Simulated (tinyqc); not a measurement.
Recursion (Haydock) method for the local density of states: surface site of a square lattice: one step. The coefficients.

One orbital a site at energy 0, hopping -t to the 4 nearest neighbours of a square lattice; the start u0 is a site in the outermost layer of a half crystal, with energy V. Recursion: a_n = <u_n|H|u_n>, b_(n+1) u_(n+1) = (H - a_n) u_n - b_n u_(n-1), b > 0. G(z) = 1/(z - a0 - b1^2/(z - a1 - b2^2/(...))), z = E + i eta. After n levels the tail is b_n^2 T with the square-root terminator T = (z - sqrt(z - 2b) sqrt(z + 2b))/(2 b^2), b = 2t so that the band edges lie at -/+ 4t.

Values chosen for the exercise: t = 1.12 eV (hopping); V = 0 eV (shift of the starting site); n = 5 (levels kept).

Task: Carry the recursion for n levels; the lattice is large enough that no wall but the surface is met.

Give: Coefficients.

Result:

Coefficients:

| n | a_n (eV) | b_(n+1) (eV) | b_(n+1)^2/t^2 |
|---|---|---|---|
| 0 | 0.0000 | 1.93990 | 3.0000 |
| 1 | 0.0000 | 2.14464 | 3.6667 |
| 2 | 0.0000 | 2.17980 | 3.7879 |
| 3 | 0.0000 | 2.20656 | 3.8815 |
| 4 | 0.0000 | 2.21456 | 3.9096 |

b1^2/t^2 = 3 counts the neighbours of the start. All a_n vanish because the lattice is bipartite and V = 0. The b_n tend to a quarter of the band width, 2.240 eV.

Computed by tinyqc, a small Python program: `OMP_NUM_THREADS=1 python tinyqc.py 1450977 1450978 out.jsonl` (the numbers bound the seed that draws the inputs); one thread of a shared host (Intel(R) Xeon(R) Processor @ 2.30GHz), about 0.01 s for the whole set of steps.
